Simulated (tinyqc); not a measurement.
Relaxation at fixed composition: composition and strain of an epitaxial Si(1-x)Ge(x) layer from Raman and X-ray peaks. Computed by tinyqc, a small Python program. Command: `OMP_NUM_THREADS=1 python tinyqc.py 3009566 3009567 out.jsonl epiraman walk`. One thread of a shared host (Intel(R) Xeon(R) Processor @ 2.30GHz), about 0.01 s of CPU time with the checks.

A (001) layer, biaxially strained in the plane. The Raman peaks follow empirical lines omega = w0 + c1 x + c3 x^3 + b eps (c3 for Si-Ge alone), with eps the in-plane strain.

Inputs (values chosen for the exercise, modelled on silicon-germanium):
```
quantity                        value      unit
Ge fraction x                    0.53         -
lattice constant of Si          5.431  angstrom
lattice constant of Ge          5.658  angstrom
bowing B                        0.028  angstrom
2 C12/C11 of Si                 0.776         -
2 C12/C11 of Ge                 0.759         -
Si-Si: w0                       521.1      1/cm
Si-Si: c1                       -66.4      1/cm
Si-Si: strain coefficient b      -716      1/cm
Ge-Ge: w0                       280.3      1/cm
Ge-Ge: c1                        19.8      1/cm
Ge-Ge: strain coefficient b      -474      1/cm
X-ray wavelength             1.540598  angstrom
```

Substrate: silicon.

Method:
- Relaxed lattice constant a(x) = a_Si + (a_Ge - a_Si) x - B x (1 - x).
- In-plane constant a_par = a_sub + R (a(x) - a_sub); eps = a_par/a(x) - 1; eps_perp = -(2 C12/C11) eps with 2 C12/C11 linear in x; a_perp = a(x) (1 + eps_perp).
- (004) Bragg angle theta = arcsin(2 lambda/a), with a = a_perp for the layer and a_sub for the substrate; separation = layer less substrate. The apparent x is the one that a fully strained layer (R = 0) would need to give the same a_perp.

Signatures; columns: (1) R; (2) eps (per mille); (3) Si-Si (1/cm); (4) Ge-Ge (1/cm); (5) a_perp (angstrom); (6) (004) separation (arcsec); (7) apparent x if R = 0 is assumed:
```
(1)       (2)     (3)     (4)     (5)      (6)      (7)
0.00  -20.442  500.54  300.48  5.6313  -5012.1  0.53000
0.15  -17.375  498.35  299.03  5.6182  -4699.1  0.49746
0.30  -14.309  496.15  297.58  5.6052  -4384.2  0.46467
0.50  -10.221  493.23  295.64  5.5878  -3961.6  0.42056
0.70   -6.132  490.30  293.70  5.5704  -3535.8  0.37600
0.85   -3.066  488.10  292.25  5.5574  -3214.3  0.34226
1.00    0.000  485.91  290.79  5.5443  -2891.0  0.30826
```

Full relaxation moves the Si-Si peak by -14.64 per cm and shrinks the X-ray separation to 58 % of its strained value, about 1/(1 + 2 C12/C11). A symmetric reflection alone cannot part x from R: a relaxed layer read as strained gives x = 0.308 in place of 0.53. An asymmetric reflection or a second peak is needed.

Extremes, crossings and ranges named in words are read from the listed rows.
